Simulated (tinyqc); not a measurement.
Finite square well with mass mismatch (envelope functions): one step. Mass in the plane and density of states. Two cases, with inputs chosen for the exercise.

Task: To first order in the in-plane energy, 1/m_par = (1 - Pb)/mw + Pb/mb for each subband. Each adds a step D = m_par/(2 pi c) to the density of states per area (spin included, one valley); 1/angstrom^2 = 1e16/cm^2.

Constants: hbar^2/2m0 = 3.80998211 eV angstrom^2.

Case 1.

Values chosen (out of a larger set: near those of a non-polar GaN well in AlN; not measured data): mw = 0.197 m0 (mass in the well); mb = 0.329 m0 (mass in the barrier).

Levels:

| n | parity | E (eV) | k (1/angstrom) | kappa (1/angstrom) | Pb |
|---|---|---|---|---|---|
| 1 | even | 0.138535 | 0.0846353 | 0.3950676 | 0.015497 |
| 2 | odd | 0.555236 | 0.1694378 | 0.3465479 | 0.062242 |
| 3 | even | 1.239246 | 0.2531340 | 0.2470419 | 0.156846 |

Case 2.

Values chosen (out of a larger set: near those of a strained Si well in SiGe; not measured data): mw = 0.889 m0 (mass in the well); mb = 0.956 m0 (mass in the barrier).

Levels:

| n | parity | E (eV) | k (1/angstrom) | kappa (1/angstrom) | Pb |
|---|---|---|---|---|---|
| 1 | even | 0.072356 | 0.1299348 | 0.1573271 | 0.213565 |

Give: Subbands.

Result:

Case 1.

Subbands:

| n | m_par (m0) | D (1e13/(eV cm^2)) |
|---|---|---|
| 1 | 0.1982 | 8.281 |
| 2 | 0.2020 | 8.440 |
| 3 | 0.2102 | 8.782 |

Case 2.

Subbands:

| n | m_par (m0) | D (1e13/(eV cm^2)) |
|---|---|---|
| 1 | 0.9025 | 37.701 |

The mass is taken as isotropic here; the valleys of Si are not, and in the plane they have mt, about 0.19 m0, so their real steps are about five times smaller.

Computed by tinyqc, one run a case: `OMP_NUM_THREADS=1 python tinyqc.py N N+1 out.jsonl` with N = 1252028, 1252098; one thread of a shared Intel(R) Xeon(R) Processor @ 2.30GHz, about 0.01 s a run at most.
